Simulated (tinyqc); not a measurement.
A run and its error bars: classical Heisenberg spin chain: exact results, Metropolis, heat-bath and over-relaxation steps, and a Monte Carlo run. Computed by tinyqc, a small Python program. Command: `OMP_NUM_THREADS=1 python tinyqc.py 3130212 3130213 out.jsonl heismc walk`. One thread of a shared host (Intel(R) Xeon(R) Processor @ 2.30GHz), about 0.2 s of CPU time with the checks.

E = -J sum_i s_i . s_(i+1) for unit vectors s_i on an open chain; K = J/(k_B T).

Inputs (values chosen for the exercise, for a model chain of large moments): coupling J = -10 meV; temperature T = 201 K; moment mu = 5.3 mu_B; length N of the open chain = 8; seed = 719109.

Update: heat bath.

Constants: k_B = 8.617333262e-05 eV/K; mu_B = 5.7883818060e-05 eV/T.

Method:
- Each bond angle is independent, so u = <s_i . s_(i+1)> = coth K - 1/K, <s_i . s_(i+n)> = u^n, correlation length xi = -1/ln|u|, energy per bond -J u, heat capacity per bond c/k_B = 1 - K^2/sinh^2 K, and for the long chain chi = mu^2 (1 + u)/(3 k_B T (1 - u)) per spin.
- For N spins, <|sum s|^2>/N = (1 + u)/(1 - u) - 2 u (1 - u^N)/(N (1 - u)^2); the long chain has (1 + u)/(1 - u), chi over the Curie value, and the difference is relative to it.
- From the ordered state (alternating for J < 0), with each spin drawn from exp(h . s), h = K x sum of neighbours, 200 sweeps are discarded and 1600 recorded (even and odd sites in turn; random numbers not printed, so these rows are one sample). Errors are the scatter of block means over sqrt(number of blocks).

K = -0.577339

u = -0.188301

<|sum s|^2>/N = 0.716413

Blocking:
```
block length  mean bond product      error  <|sum s|^2>/N     error
1                      -0.18843  0.0052311        0.72162  0.014278
4                      -0.18843  0.0050918        0.72162  0.013623
16                     -0.18843  0.0051231        0.72162  0.013032
40                     -0.18843  0.0041503        0.72162  0.013233
80                     -0.18843  0.0039106        0.72162  0.013110
```

What does the comparison show, and why?

With blocks of 40 the bond product is 0.0 error bars from the exact u = -0.1883, and <|sum s|^2>/N is 0.4 from the exact 0.716. Blocking to 40 changes the two errors by factors 0.8 and 0.9.
